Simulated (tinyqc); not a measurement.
Three structures under pressure: Born-Mayer model of an ionic crystal AB. Computed by tinyqc, a small Python program. Command: `OMP_NUM_THREADS=1 python tinyqc.py 3025988 3025989 out.jsonl bornmayer walk`. One thread of a shared host (Intel(R) Xeon(R) Processor @ 2.30GHz), about 0.01 s of CPU time with the checks.

Energies are per ion pair and r is the nearest distance of unlike ions.

Inputs (values chosen for the exercise, for a model salt): ionic charge z = 1; unlike repulsion lambda = 213 eV; range rho = 0.327 angstrom.

Structure: caesium chloride. Short range: nearest neighbours only.

Constants: e^2/(4 pi eps_0) = 14.39964548 eV angstrom; 1 eV/angstrom^3 = 160.2176634 GPa.

Method:
- Madelung constant M, unlike neighbours z1, like neighbours z2 at f r, volume per pair: rock salt 1.747565, 6, 12, sqrt2, 2 r^3; caesium chloride 1.762675, 8, 6, 2/sqrt3, 8 r^3/(3 sqrt3); zinc blende 1.638055, 4, 12, sqrt(8/3), 16 r^3/(3 sqrt3).
- U(r) = -M z^2 e^2/(4 pi eps_0 r) + z1 lambda exp(-r/rho).
- With the volume written as c r^3, under pressure take the root at the minimum of the enthalpy and solve U'(r) + 3 c r^2 P = 0; H = U + P V; B = (U'' - 2 U'/r)/(9 c r).

Enthalpy (eV per pair):
```
P (GPa),rock salt,caesium chloride,zinc blende
0,-9.9216,-9.5352,-9.9144
2,-9.6782,-9.3114,-9.6204
5,-9.3288,-8.9887,-9.2040
10,-8.7801,-8.4791,-8.5597
20,-7.7738,-7.5378,-7.3994
40,-5.9968,-5.8600,-5.3944
70,-3.6864,-3.6575,-2.8424
100,-1.6425,-1.6937,-0.6213
```

volumes at zero pressure (angstrom^3): rock salt 19.895, caesium chloride 18.252, zinc blende 24.182

What follows from these numbers?

At zero pressure the order is rock salt < zinc blende < caesium chloride. Between 70 and 100 GPa the lowest enthalpy passes from rock salt to caesium chloride. Pressure favours the denser structure, through P V. The Madelung constants, the number of repulsive contacts and the volumes (19.9, 18.3, 24.2 angstrom^3 at P = 0) all matter. Caution: rigid ions with fixed charges leave out polarisation and covalency, so such models often misplace transition pressures.

Extremes, crossings and ranges named in words are read from the listed rows.
